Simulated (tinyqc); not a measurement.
Worked calculation: Pariser-Parr-Pople SCF with singles CI, for the molecule C1=CC2=CC=CC2=C1 (SMILES; centres numbered as the heavy atoms are written). One step of it, computed by the program tinyqc.

Question. Iteration 2: Fock matrix. F_rr = H_rr + P_rr gamma_rr / 2 + sum_(s != r) P_ss gamma_rs; F_rs = H_rs - P_rs gamma_rs / 2; E = tr P (H + F) / 2 + core repulsion sum_(r<s) z_r z_s gamma_rs.

P after iteration 1, order 1C, 2C, 3C, 4C, 5C, 6C, 7C, 8C:
```
[[1.147047, 0.652780, -0.218387, -0.054287, 0.157653, -0.054287, -0.218387, 0.652780],
 [0.652780, 0.833749, 0.518544, 0.328446, -0.054287, -0.348913, -0.142582, 0.156390],
 [-0.218387, 0.518544, 1.185455, 0.518544, -0.218387, -0.142582, 0.540172, -0.142582],
 [-0.054287, 0.328446, 0.518544, 0.833749, 0.652780, 0.156390, -0.142582, -0.348913],
 [0.157653, -0.054287, -0.218387, 0.652780, 1.147047, 0.652780, -0.218387, -0.054287],
 [-0.054287, -0.348913, -0.142582, 0.156390, 0.652780, 0.833749, 0.518544, 0.328446],
 [-0.218387, -0.142582, 0.540172, -0.142582, -0.218387, 0.518544, 1.185455, 0.518544],
 [0.652780, 0.156390, -0.142582, -0.348913, -0.054287, 0.328446, 0.518544, 0.833749]]
```

core matrix H (eV), order 1C, 2C, 3C, 4C, 5C, 6C, 7C, 8C:
```
[[-39.388781, -2.390000, 0.000000, 0.000000, 0.000000, 0.000000, 0.000000, -2.390000],
 [-2.390000, -40.534022, -2.390000, 0.000000, 0.000000, 0.000000, 0.000000, 0.000000],
 [0.000000, -2.390000, -44.313052, -2.390000, 0.000000, 0.000000, -2.390000, 0.000000],
 [0.000000, 0.000000, -2.390000, -40.534022, -2.390000, 0.000000, 0.000000, 0.000000],
 [0.000000, 0.000000, 0.000000, -2.390000, -39.388781, -2.390000, 0.000000, 0.000000],
 [0.000000, 0.000000, 0.000000, 0.000000, -2.390000, -40.534022, -2.390000, 0.000000],
 [0.000000, 0.000000, -2.390000, 0.000000, 0.000000, -2.390000, -44.313052, -2.390000],
 [-2.390000, 0.000000, 0.000000, 0.000000, 0.000000, 0.000000, -2.390000, -40.534022]]
```

repulsion gamma_rs (eV), order 1C, 2C, 3C, 4C, 5C, 6C, 7C, 8C:
```
[[10.690000, 5.241221, 3.986715, 2.873281, 2.546347, 2.873281, 3.986715, 5.241221],
 [5.241221, 10.690000, 5.242562, 3.591812, 2.873281, 2.973367, 3.986292, 3.985487],
 [3.986715, 5.242562, 10.690000, 5.242562, 3.986715, 3.986292, 5.241915, 3.986292],
 [2.873281, 3.591812, 5.242562, 10.690000, 5.241221, 3.985487, 3.986292, 2.973367],
 [2.546347, 2.873281, 3.986715, 5.241221, 10.690000, 5.241221, 3.986715, 2.873281],
 [2.873281, 2.973367, 3.986292, 3.985487, 5.241221, 10.690000, 5.242562, 3.591812],
 [3.986715, 3.986292, 5.241915, 3.986292, 3.986715, 5.242562, 10.690000, 5.242562],
 [5.241221, 3.985487, 3.986292, 2.973367, 2.873281, 3.591812, 5.242562, 10.690000]]
```

Centres (angstrom, eV; a flat drawing with bonds scaled to 1.40 angstrom):
```
centre          x          y  core charge z          W   gamma_rr
1C       2.154000   0.000000              1  12.640000  10.690000
2C       1.331000   1.133000              1  12.640000  10.690000
3C       0.000000   0.700000              1  12.640000  10.690000
4C      -1.331000   1.133000              1  12.640000  10.690000
5C      -2.154000   0.000000              1  12.640000  10.690000
6C      -1.331000  -1.133000              1  12.640000  10.690000
7C       0.000000  -0.700000              1  12.640000  10.690000
8C       1.331000  -1.133000              1  12.640000  10.690000
```

Give: F; pi energy.

Answer.

F (eV), order 1C, 2C, 3C, 4C, 5C, 6C, 7C, 8C:
```
[[-7.3540, -4.1007, 0.4353, 0.0780, -0.2007, 0.0780, 0.4353, -4.1007],
 [-4.1007, -7.0329, -3.7492, -0.5899, 0.0780, 0.5187, 0.2842, -0.3116],
 [0.4353, -3.7492, -7.2277, -3.7492, 0.4353, 0.2842, -3.8058, 0.2842],
 [0.0780, -0.5899, -3.7492, -7.0329, -4.1007, -0.3116, 0.2842, 0.5187],
 [-0.2007, 0.0780, 0.4353, -4.1007, -7.3540, -4.1007, 0.4353, 0.0780],
 [0.0780, 0.5187, 0.2842, -0.3116, -4.1007, -7.0329, -3.7492, -0.5899],
 [0.4353, 0.2842, -3.8058, 0.2842, 0.4353, -3.7492, -7.2277, -3.7492],
 [-4.1007, -0.3116, 0.2842, 0.5187, 0.0780, -0.5899, -3.7492, -7.0329]]
```

pi energy = -114.2898 eV
